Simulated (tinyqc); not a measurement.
Worked calculation: tight binding, dimerised chain. One step of it, computed by the program tinyqc.

Task: Levels at k. Diagonalise the Hermitian matrix.

H(k) at k (eV), order A, B:
$$\begin{pmatrix}
0.000000 & -0.415801+1.328021i \\
-0.415801-1.328021i & 0.000000
\end{pmatrix}$$

Give: eigenvalues; weights |c|^2 of the basis functions.

Result:

eigenvalues (eV): [-1.3916, 1.3916]

weights |c|^2 of the basis functions, order A, B:
$$\begin{pmatrix}
0.5000 & 0.5000 \\
0.5000 & 0.5000
\end{pmatrix}$$
